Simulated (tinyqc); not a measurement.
UHF in the 3-21g basis, for H3-, spin multiplicity 1, step by step (part 1 of 2). The basis has no diffuse functions, so it cannot describe the extra electron: this is an exercise in the method, not the real anion. Computed by tinyqc, a small Python program that keeps every step (integrals from PySCF). Settings: charge = -1, multiplicity = 1, basis = 3-21g, energy threshold = 1e-10, iteration cap = 67, orthogonalisation = canonical, start = core, DIIS depth = 6, method = UHF, break = 0.2. Command: `OMP_NUM_THREADS=1 python tinyqc.py 23983 23984 out.jsonl` (the two numbers bound the seeds that draw the settings). One thread of a shared host (Intel(R) Xeon(R) Processor @ 2.60GHz), about 0.09 s of CPU time with the checks. Later iterations appear only in the table of the cycle.

## One-electron integrals

Geometry (angstrom):
```
atom        x        y         z
H     0.00000  0.00000   0.00000
H     0.00000  0.00000   1.38600
H     0.00000  0.00000  -1.38600
```

Basis 3-21g: exponents (1/bohr^2) and contraction coefficients of normalised primitives:
```
element  l (shell)  exponent  coefficient
H            s (1)   5.44718      0.15628
H            s (1)   0.82455      0.90469
H            s (2)   0.18319      1.00000
```

Overlap, kinetic and nuclear-attraction integrals over the contracted functions; the nuclear repulsion is the sum of Za Zb / Rab.

nuclear repulsion = 0.9545043 hartree

overlap S, order 1H 1s, 1H 2s, 2H 1s, 2H 2s, 3H 1s, 3H 2s:
$$\begin{pmatrix}
1.00000 & 0.64590 & 0.04954 & 0.22897 & 0.04954 & 0.22897 \\
0.64590 & 1.00000 & 0.22897 & 0.53347 & 0.22897 & 0.53347 \\
0.04954 & 0.22897 & 1.00000 & 0.64590 & 0.00001 & 0.01028 \\
0.22897 & 0.53347 & 0.64590 & 1.00000 & 0.01028 & 0.08099 \\
0.04954 & 0.22897 & 0.00001 & 0.01028 & 1.00000 & 0.64590 \\
0.22897 & 0.53347 & 0.01028 & 0.08099 & 0.64590 & 1.00000
\end{pmatrix}$$

kinetic energy T (hartree), order 1H 1s, 1H 2s, 2H 1s, 2H 2s, 3H 1s, 3H 2s:
$$\begin{pmatrix}
1.54940 & 0.29315 & -0.05864 & 0.03198 & -0.05864 & 0.03198 \\
0.29315 & 0.27479 & 0.03198 & 0.08518 & 0.03198 & 0.08518 \\
-0.05864 & 0.03198 & 1.54940 & 0.29315 & -0.00008 & -0.00816 \\
0.03198 & 0.08518 & 0.29315 & 0.27479 & -0.00816 & -0.01504 \\
-0.05864 & 0.03198 & -0.00008 & -0.00816 & 1.54940 & 0.29315 \\
0.03198 & 0.08518 & -0.00816 & -0.01504 & 0.29315 & 0.27479
\end{pmatrix}$$

nuclear attraction V (hartree), order 1H 1s, 1H 2s, 2H 1s, 2H 2s, 3H 1s, 3H 2s:
$$\begin{pmatrix}
-2.48452 & -1.27578 & -0.08836 & -0.43680 & -0.08836 & -0.43680 \\
-1.27578 & -1.42755 & -0.41029 & -0.73672 & -0.41029 & -0.73672 \\
-0.08836 & -0.41029 & -2.29362 & -1.15252 & -0.00002 & -0.01772 \\
-0.43680 & -0.73672 & -1.15252 & -1.24618 & -0.01772 & -0.11562 \\
-0.08836 & -0.41029 & -0.00002 & -0.01772 & -2.29362 & -1.15252 \\
-0.43680 & -0.73672 & -0.01772 & -0.11562 & -1.15252 & -1.24618
\end{pmatrix}$$

core Hamiltonian H = T + V (hartree), order 1H 1s, 1H 2s, 2H 1s, 2H 2s, 3H 1s, 3H 2s:
$$\begin{pmatrix}
-0.93512 & -0.98263 & -0.14699 & -0.40481 & -0.14699 & -0.40481 \\
-0.98263 & -1.15276 & -0.37831 & -0.65154 & -0.37831 & -0.65154 \\
-0.14699 & -0.37831 & -0.74422 & -0.85937 & -0.00010 & -0.02588 \\
-0.40481 & -0.65154 & -0.85937 & -0.97139 & -0.02588 & -0.13066 \\
-0.14699 & -0.37831 & -0.00010 & -0.02588 & -0.74422 & -0.85937 \\
-0.40481 & -0.65154 & -0.02588 & -0.13066 & -0.85937 & -0.97139
\end{pmatrix}$$

## Two-electron integrals

Functions are numbered as in S; the eight-fold symmetry (ij|kl) = (ji|kl) = (kl|ij) leaves the list below.

Two-electron integrals (ij|kl) in chemists' order, unique and non-zero (hartree):
```
(11|11) 1.14014    (21|11) 0.61140    (21|21) 0.34515    (22|11) 0.62637
(22|21) 0.38033    (22|22) 0.48296    (31|11) 0.03495    (31|21) 0.02114
(31|22) 0.02609    (31|31) 0.00250    (32|11) 0.10467    (32|21) 0.06657
(32|22) 0.09412    (32|31) 0.00884    (32|32) 0.04295    (33|11) 0.38160
(33|21) 0.24593    (33|22) 0.36649    (33|31) 0.03495    (33|32) 0.20589
(33|33) 1.14014    (41|11) 0.20589    (41|21) 0.11758    (41|22) 0.13212
(41|31) 0.00884    (41|32) 0.02821    (41|33) 0.10467    (41|41) 0.04295
(42|11) 0.28347    (42|21) 0.17523    (42|22) 0.23303    (42|31) 0.01632
(42|32) 0.06731    (42|33) 0.28347    (42|41) 0.06731    (42|42) 0.13745
(43|11) 0.24593    (43|21) 0.15805    (43|22) 0.23339    (43|31) 0.02114
(43|32) 0.11758    (43|33) 0.61140    (43|41) 0.06657    (43|42) 0.17523
(43|43) 0.34515    (44|11) 0.36649    (44|21) 0.23339    (44|22) 0.33870
(44|31) 0.02609    (44|32) 0.13212    (44|33) 0.62637    (44|41) 0.09412
(44|42) 0.23303    (44|43) 0.38033    (44|44) 0.48296    (51|11) 0.03495
(51|21) 0.02114    (51|22) 0.02609    (51|31) 0.00094    (51|32) 0.00328
(51|33) 0.01263    (51|41) 0.00617    (51|42) 0.00968    (51|43) 0.00816
(51|44) 0.01260    (51|51) 0.00250    (52|11) 0.10467    (52|21) 0.06657
(52|22) 0.09412    (52|31) 0.00328    (52|32) 0.01215    (52|33) 0.04793
(52|41) 0.01989    (52|42) 0.03484    (52|43) 0.03096    (52|44) 0.04790
(52|51) 0.00884    (52|52) 0.04295    (53|11) 1.07e-05   (53|21) 5.89e-06
(53|22) 6.18e-06   (53|31) 3.45e-07   (53|32) 1.04e-06   (53|33) 3.82e-06
(53|41) 1.99e-06   (53|42) 2.81e-06   (53|43) 2.46e-06   (53|44) 3.66e-06
(53|51) 3.45e-07   (53|52) 1.04e-06   (54|11) 0.00578    (54|21) 0.00360
(54|22) 0.00478    (54|31) 0.00017    (54|32) 0.00061    (54|33) 0.00239
(54|41) 0.00107    (54|42) 0.00178    (54|43) 0.00154    (54|44) 0.00239
(54|51) 0.00044    (54|52) 0.00184    (54|53) 5.74e-08   (54|54) 0.00009
(55|11) 0.38160    (55|21) 0.24593    (55|22) 0.36649    (55|31) 0.01263
(55|32) 0.04793    (55|33) 0.19090    (55|41) 0.07440    (55|42) 0.13550
(55|43) 0.12330    (55|44) 0.19089    (55|51) 0.03495    (55|52) 0.20589
(55|53) 3.82e-06   (55|54) 0.00801    (55|55) 1.14014    (61|11) 0.20589
(61|21) 0.11758    (61|22) 0.13212    (61|31) 0.00617    (61|32) 0.01989
(61|33) 0.07440    (61|41) 0.03763    (61|42) 0.05582    (61|43) 0.04799
(61|44) 0.07269    (61|51) 0.00884    (61|52) 0.02821    (61|53) 1.99e-06
(61|54) 0.00151    (61|55) 0.10467    (61|61) 0.04295    (62|11) 0.28347
(62|21) 0.17523    (62|22) 0.23303    (62|31) 0.00968    (62|32) 0.03484
(62|33) 0.13550    (62|41) 0.05582    (62|42) 0.09639    (62|43) 0.08737
(62|44) 0.13342    (62|51) 0.01632    (62|52) 0.06731    (62|53) 2.81e-06
(62|54) 0.00317    (62|55) 0.28347    (62|61) 0.06731    (62|62) 0.13745
(63|11) 0.00578    (63|21) 0.00360    (63|22) 0.00478    (63|31) 0.00044
(63|32) 0.00184    (63|33) 0.00801    (63|41) 0.00151    (63|42) 0.00317
(63|43) 0.00472    (63|44) 0.00559    (63|51) 0.00017    (63|52) 0.00061
(63|53) 5.74e-08   (63|54) 3.14e-05   (63|55) 0.00239    (63|61) 0.00107
(63|62) 0.00178    (63|63) 0.00009    (64|11) 0.05073    (64|21) 0.03080
(64|22) 0.03912    (64|31) 0.00211    (64|32) 0.00762    (64|33) 0.02968
(64|41) 0.01070    (64|42) 0.01887    (64|43) 0.01890    (64|44) 0.02743
(64|51) 0.00211    (64|52) 0.00762    (64|53) 5.00e-07   (64|54) 0.00039
(64|55) 0.02968    (64|61) 0.01070    (64|62) 0.01887    (64|63) 0.00039
(64|64) 0.00317    (65|11) 0.24593    (65|21) 0.15805    (65|22) 0.23339
(65|31) 0.00816    (65|32) 0.03096    (65|33) 0.12330    (65|41) 0.04799
(65|42) 0.08737    (65|43) 0.07964    (65|44) 0.12329    (65|51) 0.02114
(65|52) 0.11758    (65|53) 2.46e-06   (65|54) 0.00472    (65|55) 0.61140
(65|61) 0.06657    (65|62) 0.17523    (65|63) 0.00154    (65|64) 0.01890
(65|65) 0.34515    (66|11) 0.36649    (66|21) 0.23339    (66|22) 0.33870
(66|31) 0.01260    (66|32) 0.04790    (66|33) 0.19089    (66|41) 0.07269
(66|42) 0.13342    (66|43) 0.12329    (66|44) 0.19061    (66|51) 0.02609
(66|52) 0.13212    (66|53) 3.66e-06   (66|54) 0.00559    (66|55) 0.62637
(66|61) 0.09412    (66|62) 0.23303    (66|63) 0.00239    (66|64) 0.02743
(66|65) 0.38033    (66|66) 0.48296
```

## Orthogonalisation

S = U s U^T; canonical form X = U s^(-1/2), so that X^T S X = 1. Each column of U has its largest component positive (the first on a tie).

eigenvalues of S: [0.14744, 0.32259, 0.39339, 1.06696, 1.59641, 2.47322]

X, order 1H 1s, 1H 2s, 2H 1s, 2H 2s, 3H 1s, 3H 2s:
$$\begin{pmatrix}
-0.79438 & 0.00000 & 0.87985 & 0.64461 & 0.00000 & 0.25362 \\
1.78567 & 0.00000 & -0.57857 & 0.26573 & 0.00000 & 0.36131 \\
0.44001 & -0.85188 & 0.68480 & -0.43700 & 0.40811 & 0.18344 \\
-1.13484 & 0.90788 & -0.49762 & -0.18598 & 0.38294 & 0.26661 \\
0.44001 & 0.85188 & 0.68480 & -0.43700 & -0.40811 & 0.18344 \\
-1.13484 & -0.90788 & -0.49762 & -0.18598 & -0.38294 & 0.26661
\end{pmatrix}$$

## Starting guess

The start is the orbitals of the core Hamiltonian, with HOMO and LUMO mixed by +/-0.2 rad for the two spins; D(s) = C_occ C_occ^T for each spin.

D(alpha) at the start, order 1H 1s, 1H 2s, 2H 1s, 2H 2s, 3H 1s, 3H 2s:
$$\begin{pmatrix}
0.13523 & 0.20528 & 0.06845 & 0.05752 & 0.02982 & -0.00549 \\
0.20528 & 0.31268 & 0.11058 & 0.09837 & 0.03320 & -0.02787 \\
0.06845 & 0.11058 & 0.07728 & 0.09972 & -0.06213 & -0.12772 \\
0.05752 & 0.09837 & 0.09972 & 0.14139 & -0.11521 & -0.20925 \\
0.02982 & 0.03320 & -0.06213 & -0.11521 & 0.14648 & 0.22513 \\
-0.00549 & -0.02787 & -0.12772 & -0.20925 & 0.22513 & 0.36641
\end{pmatrix}$$

D(beta) at the start, order 1H 1s, 1H 2s, 2H 1s, 2H 2s, 3H 1s, 3H 2s:
$$\begin{pmatrix}
0.13523 & 0.20528 & 0.02982 & -0.00549 & 0.06845 & 0.05752 \\
0.20528 & 0.31268 & 0.03320 & -0.02787 & 0.11058 & 0.09837 \\
0.02982 & 0.03320 & 0.14648 & 0.22513 & -0.06213 & -0.11521 \\
-0.00549 & -0.02787 & 0.22513 & 0.36641 & -0.12772 & -0.20925 \\
0.06845 & 0.11058 & -0.06213 & -0.12772 & 0.07728 & 0.09972 \\
0.05752 & 0.09837 & -0.11521 & -0.20925 & 0.09972 & 0.14139
\end{pmatrix}$$

## Iteration 1: building the Fock matrix

J_ij = sum D_kl (ij|kl) with D = D(alpha) + D(beta), K_ij = sum D_kl (ik|jl) for each spin; F = H + J - K(s); E = tr D H + tr D J / 2 - 0.5 sum_s tr D(s) K(s) + E_nn.

Coulomb J (hartree), order 1H 1s, 1H 2s, 2H 1s, 2H 2s, 3H 1s, 3H 2s:
$$\begin{pmatrix}
2.21327 & 1.33026 & 0.09977 & 0.46638 & 0.09977 & 0.46638 \\
1.33026 & 1.71518 & 0.41660 & 0.87878 & 0.41660 & 0.87878 \\
0.09977 & 0.41660 & 1.85463 & 1.11691 & 0.00002 & 0.01936 \\
0.46638 & 0.87878 & 1.11691 & 1.45623 & 0.01936 & 0.13892 \\
0.09977 & 0.41660 & 0.00002 & 0.01936 & 1.85463 & 1.11691 \\
0.46638 & 0.87878 & 0.01936 & 0.13892 & 1.11691 & 1.45623
\end{pmatrix}$$

exchange K(alpha) (hartree), order 1H 1s, 1H 2s, 2H 1s, 2H 2s, 3H 1s, 3H 2s:
$$\begin{pmatrix}
0.57332 & 0.48892 & 0.14167 & 0.25575 & 0.10531 & 0.21847 \\
0.48892 & 0.50943 & 0.19139 & 0.29036 & 0.21266 & 0.30134 \\
0.14167 & 0.19139 & 0.34802 & 0.30781 & -0.04086 & -0.00902 \\
0.25575 & 0.29036 & 0.30781 & 0.33507 & -0.01806 & 0.03850 \\
0.10531 & 0.21266 & -0.04086 & -0.01806 & 0.59173 & 0.47898 \\
0.21847 & 0.30134 & -0.00902 & 0.03850 & 0.47898 & 0.46614
\end{pmatrix}$$

exchange K(beta) (hartree), order 1H 1s, 1H 2s, 2H 1s, 2H 2s, 3H 1s, 3H 2s:
$$\begin{pmatrix}
0.57332 & 0.48892 & 0.10531 & 0.21847 & 0.14167 & 0.25575 \\
0.48892 & 0.50943 & 0.21266 & 0.30134 & 0.19139 & 0.29036 \\
0.10531 & 0.21266 & 0.59173 & 0.47898 & -0.04086 & -0.01806 \\
0.21847 & 0.30134 & 0.47898 & 0.46614 & -0.00902 & 0.03850 \\
0.14167 & 0.19139 & -0.04086 & -0.00902 & 0.34802 & 0.30781 \\
0.25575 & 0.29036 & -0.01806 & 0.03850 & 0.30781 & 0.33507
\end{pmatrix}$$

F(alpha) (hartree), order 1H 1s, 1H 2s, 2H 1s, 2H 2s, 3H 1s, 3H 2s:
$$\begin{pmatrix}
0.70483 & -0.14130 & -0.18889 & -0.19418 & -0.15253 & -0.15691 \\
-0.14130 & 0.05299 & -0.15310 & -0.06312 & -0.17437 & -0.07410 \\
-0.18889 & -0.15310 & 0.76240 & -0.05027 & 0.04078 & 0.00250 \\
-0.19418 & -0.06312 & -0.05027 & 0.14977 & 0.01154 & -0.03024 \\
-0.15253 & -0.17437 & 0.04078 & 0.01154 & 0.51869 & -0.22144 \\
-0.15691 & -0.07410 & 0.00250 & -0.03024 & -0.22144 & 0.01870
\end{pmatrix}$$

F(beta) (hartree), order 1H 1s, 1H 2s, 2H 1s, 2H 2s, 3H 1s, 3H 2s:
$$\begin{pmatrix}
0.70483 & -0.14130 & -0.15253 & -0.15691 & -0.18889 & -0.19418 \\
-0.14130 & 0.05299 & -0.17437 & -0.07410 & -0.15310 & -0.06312 \\
-0.15253 & -0.17437 & 0.51869 & -0.22144 & 0.04078 & 0.01154 \\
-0.15691 & -0.07410 & -0.22144 & 0.01870 & 0.00250 & -0.03024 \\
-0.18889 & -0.15310 & 0.04078 & 0.00250 & 0.76240 & -0.05027 \\
-0.19418 & -0.06312 & 0.01154 & -0.03024 & -0.05027 & 0.14977
\end{pmatrix}$$

total energy of this density = -1.3562850 hartree

## Iteration 1: diagonalisation and new density

Diagonalise F' = X^T F X, C = X C', fill 2 alpha and 2 beta electrons from the bottom; D(s) = C_occ C_occ^T. Each column has its largest component positive (the first on a tie).

F' = X^T F X (alpha) (hartree):
$$\begin{pmatrix}
1.32205 & -0.00994 & -0.12599 & -0.52071 & -0.01179 & -0.01186 \\
-0.00994 & 1.50123 & -0.01843 & 0.01877 & -0.35009 & -0.01684 \\
-0.12599 & -0.01843 & 1.62507 & 0.00188 & 0.02440 & 0.10246 \\
-0.52071 & 0.01877 & 0.00188 & 0.83643 & -0.11060 & -0.00896 \\
-0.01179 & -0.35009 & 0.02440 & -0.11060 & 0.14404 & 0.05920 \\
-0.01186 & -0.01684 & 0.10246 & -0.00896 & 0.05920 & -0.09441
\end{pmatrix}$$

orbital energies (alpha) (hartree): MO1 -0.11723, MO2 0.05428, MO3 0.51894, MO4 1.51583, MO5 1.61034, MO6 1.75226

coefficients C (alpha), order 1H 1s, 1H 2s, 2H 1s, 2H 2s, 3H 1s, 3H 2s:
$$\begin{pmatrix}
0.18352 & -0.10478 & 0.15124 & -0.03732 & 0.01270 & -1.34757 \\
0.34768 & -0.32480 & 1.12622 & 0.41664 & 0.16587 & 1.42432 \\
0.07202 & -0.17774 & -0.09322 & 0.35721 & 1.26743 & 0.00199 \\
0.13416 & -0.50756 & -0.94019 & -0.38950 & -1.08467 & -0.35251 \\
0.22132 & 0.18558 & -0.07024 & 1.25208 & -0.34855 & -0.04336 \\
0.46094 & 0.58596 & -0.65893 & -1.20043 & 0.27312 & -0.32622
\end{pmatrix}$$

F' = X^T F X (beta) (hartree):
$$\begin{pmatrix}
1.32205 & 0.00994 & -0.12599 & -0.52071 & 0.01179 & -0.01186 \\
0.00994 & 1.50123 & 0.01843 & -0.01877 & -0.35009 & 0.01684 \\
-0.12599 & 0.01843 & 1.62507 & 0.00188 & -0.02440 & 0.10246 \\
-0.52071 & -0.01877 & 0.00188 & 0.83643 & 0.11060 & -0.00896 \\
0.01179 & -0.35009 & -0.02440 & 0.11060 & 0.14404 & -0.05920 \\
-0.01186 & 0.01684 & 0.10246 & -0.00896 & -0.05920 & -0.09441
\end{pmatrix}$$

orbital energies (beta) (hartree): MO1 -0.11723, MO2 0.05428, MO3 0.51894, MO4 1.51583, MO5 1.61034, MO6 1.75226

coefficients C (beta), order 1H 1s, 1H 2s, 2H 1s, 2H 2s, 3H 1s, 3H 2s:
$$\begin{pmatrix}
0.18352 & -0.10478 & 0.15124 & -0.03732 & 0.01270 & -1.34757 \\
0.34768 & -0.32480 & 1.12622 & 0.41664 & 0.16587 & 1.42432 \\
0.22132 & 0.18558 & -0.07024 & 1.25208 & -0.34855 & -0.04336 \\
0.46094 & 0.58596 & -0.65893 & -1.20043 & 0.27312 & -0.32622 \\
0.07202 & -0.17774 & -0.09322 & 0.35721 & 1.26743 & 0.00199 \\
0.13416 & -0.50756 & -0.94019 & -0.38950 & -1.08467 & -0.35251
\end{pmatrix}$$

D(alpha) after iteration 1, order 1H 1s, 1H 2s, 2H 1s, 2H 2s, 3H 1s, 3H 2s:
$$\begin{pmatrix}
0.04466 & 0.09784 & 0.03184 & 0.07780 & 0.02117 & 0.02319 \\
0.09784 & 0.22637 & 0.08277 & 0.21150 & 0.01667 & -0.03006 \\
0.03184 & 0.08277 & 0.03678 & 0.09987 & -0.01705 & -0.07095 \\
0.07780 & 0.21150 & 0.09987 & 0.27561 & -0.06450 & -0.23556 \\
0.02117 & 0.01667 & -0.01705 & -0.06450 & 0.08342 & 0.21076 \\
0.02319 & -0.03006 & -0.07095 & -0.23556 & 0.21076 & 0.55581
\end{pmatrix}$$

D(beta) after iteration 1, order 1H 1s, 1H 2s, 2H 1s, 2H 2s, 3H 1s, 3H 2s:
$$\begin{pmatrix}
0.04466 & 0.09784 & 0.02117 & 0.02319 & 0.03184 & 0.07780 \\
0.09784 & 0.22637 & 0.01667 & -0.03006 & 0.08277 & 0.21150 \\
0.02117 & 0.01667 & 0.08342 & 0.21076 & -0.01705 & -0.06450 \\
0.02319 & -0.03006 & 0.21076 & 0.55581 & -0.07095 & -0.23556 \\
0.03184 & 0.08277 & -0.01705 & -0.07095 & 0.03678 & 0.09987 \\
0.07780 & 0.21150 & -0.06450 & -0.23556 & 0.09987 & 0.27561
\end{pmatrix}$$

## Iteration 2: building the Fock matrix

As before.

Coulomb J (hartree), order 1H 1s, 1H 2s, 2H 1s, 2H 2s, 3H 1s, 3H 2s:
$$\begin{pmatrix}
1.91844 & 1.18014 & 0.09237 & 0.41695 & 0.09237 & 0.41695 \\
1.18014 & 1.59077 & 0.40166 & 0.83125 & 0.40166 & 0.83125 \\
0.09237 & 0.40166 & 1.80513 & 1.09200 & 0.00002 & 0.01833 \\
0.41695 & 0.83125 & 1.09200 & 1.42712 & 0.01833 & 0.12884 \\
0.09237 & 0.40166 & 0.00002 & 0.01833 & 1.80513 & 1.09200 \\
0.41695 & 0.83125 & 0.01833 & 0.12884 & 1.09200 & 1.42712
\end{pmatrix}$$

exchange K(alpha) (hartree), order 1H 1s, 1H 2s, 2H 1s, 2H 2s, 3H 1s, 3H 2s:
$$\begin{pmatrix}
0.36292 & 0.36105 & 0.13623 & 0.22451 & 0.09729 & 0.17648 \\
0.36105 & 0.45089 & 0.21303 & 0.30789 & 0.21551 & 0.29350 \\
0.13623 & 0.21303 & 0.35668 & 0.34539 & -0.02126 & 0.00898 \\
0.22451 & 0.30789 & 0.34539 & 0.39987 & -0.00234 & 0.04933 \\
0.09729 & 0.21551 & -0.02126 & -0.00234 & 0.55610 & 0.48399 \\
0.17648 & 0.29350 & 0.00898 & 0.04933 & 0.48399 & 0.49797
\end{pmatrix}$$

exchange K(beta) (hartree), order 1H 1s, 1H 2s, 2H 1s, 2H 2s, 3H 1s, 3H 2s:
$$\begin{pmatrix}
0.36292 & 0.36105 & 0.09729 & 0.17648 & 0.13623 & 0.22451 \\
0.36105 & 0.45089 & 0.21551 & 0.29350 & 0.21303 & 0.30789 \\
0.09729 & 0.21551 & 0.55610 & 0.48399 & -0.02126 & -0.00234 \\
0.17648 & 0.29350 & 0.48399 & 0.49797 & 0.00898 & 0.04933 \\
0.13623 & 0.21303 & -0.02126 & 0.00898 & 0.35668 & 0.34539 \\
0.22451 & 0.30789 & -0.00234 & 0.04933 & 0.34539 & 0.39987
\end{pmatrix}$$

F(alpha) (hartree), order 1H 1s, 1H 2s, 2H 1s, 2H 2s, 3H 1s, 3H 2s:
$$\begin{pmatrix}
0.62040 & -0.16354 & -0.19085 & -0.21238 & -0.15191 & -0.16434 \\
-0.16354 & -0.01287 & -0.18968 & -0.12818 & -0.19217 & -0.11379 \\
-0.19085 & -0.18968 & 0.70423 & -0.11276 & 0.02118 & -0.01652 \\
-0.21238 & -0.12818 & -0.11276 & 0.05587 & -0.00521 & -0.05115 \\
-0.15191 & -0.19217 & 0.02118 & -0.00521 & 0.50481 & -0.25137 \\
-0.16434 & -0.11379 & -0.01652 & -0.05115 & -0.25137 & -0.04224
\end{pmatrix}$$

F(beta) (hartree), order 1H 1s, 1H 2s, 2H 1s, 2H 2s, 3H 1s, 3H 2s:
$$\begin{pmatrix}
0.62040 & -0.16354 & -0.15191 & -0.16434 & -0.19085 & -0.21238 \\
-0.16354 & -0.01287 & -0.19217 & -0.11379 & -0.18968 & -0.12818 \\
-0.15191 & -0.19217 & 0.50481 & -0.25137 & 0.02118 & -0.00521 \\
-0.16434 & -0.11379 & -0.25137 & -0.04224 & -0.01652 & -0.05115 \\
-0.19085 & -0.18968 & 0.02118 & -0.01652 & 0.70423 & -0.11276 \\
-0.21238 & -0.12818 & -0.00521 & -0.05115 & -0.11276 & 0.05587
\end{pmatrix}$$

total energy of this density = -1.5057294 hartree

## Iteration 2: DIIS over 2 matrices

error matrix X^T (FDS - SDF) X (alpha):
$$\begin{pmatrix}
0.00000 & 0.00159 & -0.00058 & -0.00128 & -0.00372 & 0.01218 \\
-0.00159 & 0.00000 & 0.00080 & -0.00680 & -0.02583 & 0.00152 \\
0.00058 & -0.00080 & 0.00000 & 0.00084 & -0.00425 & 0.01499 \\
0.00128 & 0.00680 & -0.00084 & 0.00000 & 0.00653 & 0.01941 \\
0.00372 & 0.02583 & 0.00425 & -0.00653 & 0.00000 & -0.00512 \\
-0.01218 & -0.00152 & -0.01499 & -0.01941 & 0.00512 & 0.00000
\end{pmatrix}$$

B (overlaps of the stored error matrices):
$$\begin{pmatrix}
3.0920120e-01 & 3.8478193e-02 \\
3.8478193e-02 & 6.2884329e-03
\end{pmatrix}$$

Minimise |sum c_i e_i|^2 with sum c_i = 1: solve [B -1; -1 0][c; lambda] = [0; -1] with B_ij = tr e_i^T e_j summed over both spins, and take F = sum c_i F_i.

DIIS coefficients: [-0.13495, 1.13495]

extrapolated F(alpha) (hartree), order 1H 1s, 1H 2s, 2H 1s, 2H 2s, 3H 1s, 3H 2s:
$$\begin{pmatrix}
0.60901 & -0.16654 & -0.19112 & -0.21484 & -0.15182 & -0.16535 \\
-0.16654 & -0.02176 & -0.19461 & -0.13696 & -0.19457 & -0.11915 \\
-0.19112 & -0.19461 & 0.69638 & -0.12119 & 0.01853 & -0.01909 \\
-0.21484 & -0.13696 & -0.12119 & 0.04319 & -0.00747 & -0.05397 \\
-0.15182 & -0.19457 & 0.01853 & -0.00747 & 0.50293 & -0.25541 \\
-0.16535 & -0.11915 & -0.01909 & -0.05397 & -0.25541 & -0.05046
\end{pmatrix}$$

extrapolated F(beta) (hartree), order 1H 1s, 1H 2s, 2H 1s, 2H 2s, 3H 1s, 3H 2s:
$$\begin{pmatrix}
0.60901 & -0.16654 & -0.15182 & -0.16535 & -0.19112 & -0.21484 \\
-0.16654 & -0.02176 & -0.19457 & -0.11915 & -0.19461 & -0.13696 \\
-0.15182 & -0.19457 & 0.50293 & -0.25541 & 0.01853 & -0.00747 \\
-0.16535 & -0.11915 & -0.25541 & -0.05046 & -0.01909 & -0.05397 \\
-0.19112 & -0.19461 & 0.01853 & -0.01909 & 0.69638 & -0.12119 \\
-0.21484 & -0.13696 & -0.00747 & -0.05397 & -0.12119 & 0.04319
\end{pmatrix}$$
